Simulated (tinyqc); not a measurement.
# Contact resistivity and sheet resistance from two contact lengths

Problem. Rc = [sqrt(rc Rsh)/Wc] coth(Lc/(2 LT)), LT = sqrt(rc/Rsh), Wc = 68 nm; the second contact is twice as long as the first. Find LT, rc and Rsh.

Rc for Lc = 34 and 68 nm (ohm): [75.2099872, 46.0396632]

Solution. With t = tanh(Lc/(2 LT)) for the shorter contact, the resistance of the longer over that of the shorter is (1 + t^2)/2. Then sqrt(rc Rsh) = Rc t Wc, and rc and Rsh follow by multiplying and dividing by LT.

LT = 33.0 nm
rc = 8.00e-10 ohm cm^2
Rsh = 73.3 ohm

Numbers from tinyqc (`OMP_NUM_THREADS=1 python tinyqc.py 2170037 2170038 out.jsonl`; about 0.02 s on one thread of a shared Intel Xeon 2.30GHz).
